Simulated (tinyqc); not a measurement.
Pressure series at fixed power: global model of a low-pressure process discharge: electron temperature, density, ion flux and ion energy. Computed by tinyqc, a small Python program. Command: `OMP_NUM_THREADS=1 python tinyqc.py 3112108 3112109 out.jsonl plasma walk`. One thread of a shared host (Intel(R) Xeon(R) Processor @ 2.30GHz), about 0.01 s of CPU time with the checks.

Maxwellian electrons with temperature T_e in eV, one positive ion, no negative ions, uniform bulk density n; rate constants have the Arrhenius form.

Inputs (values chosen for the exercise, of the order of those of an inductive discharge in a simple atomic gas):
```
quantity                      value   unit
ion mass M                       28      u
ionisation prefactor K0     2.5e-14  m^3/s
ionisation energy E_iz         13.3     eV
excitation prefactor X0     3.9e-14  m^3/s
excitation energy E_ex         10.7     eV
elastic rate constant K_el  1.1e-13  m^3/s
ion-neutral cross section   1.1e-18    m^2
gas temperature T_g             300      K
radius R                         12     cm
height L                        9.3     cm
absorbed power P                170      W
```

Constants: k_B = 1.380649e-23 J/K; e = 1.602176634e-19 C; u = 1.6605390666e-27 kg; m_0 = 9.1093837015e-31 kg.

Method:
- n_g = p/(k_B T_g), lambda_i = 1/(n_g sigma), K_iz = K0 exp(-E_iz/T_e), h_L = 0.86/sqrt(3 + L/(2 lambda_i)), h_R = 0.8/sqrt(4 + R/lambda_i), A_eff = 2 pi R^2 h_L + 2 pi R L h_R and d_eff = pi R^2 L/A_eff follow p.
- Particle balance: K0 exp(-E_iz/T_e) n_g d_eff = u_B, u_B = sqrt(e T_e/M).
- E_c = E_iz + (X0 exp(-E_ex/T_e) E_ex + K_el (3 m_0/M) T_e)/K_iz; E_T = E_c + (5/2) T_e + (T_e/2) ln(M/(2 pi m_0)); n = P/(e u_B A_eff E_T); J = e h_L n u_B. Pressures without a root below 2 E_iz are left out.

Against pressure:
```
p (Pa)  T_e (eV)  E_c (eV)  E_T (eV)  n (1/cm^3)  J (mA/cm^2)
0.1       5.8788     39.29     80.45  4.9890e+10       1.5035
0.2       4.0424     45.09     73.39  7.6429e+10       1.6805
0.5       2.8528     54.90     74.88  1.1815e+11       1.6851
1.0       2.3222     64.62     80.88  1.5867e+11       1.5786
2.0       1.9532     76.94     90.62  2.0895e+11       1.4192
5.0       1.6119     98.66    109.94  2.9127e+11       1.1755
10.0      1.4235    121.19    131.16  3.6377e+11       0.9870
20.0      1.2748    152.80    161.73  4.3863e+11       0.8012
```

What does the comparison show, and why?

T_e falls from 5.88 to 1.27 eV, n changes by a factor 8.8 and J by 0.53; in J = P h_L/(A_eff E_T), E_T changes by a factor 2.01 and is least at 0.2 Pa, between wall losses at high T_e and excitation losses at low T_e.

Extremes, crossings and ranges named in words are read from the listed rows.
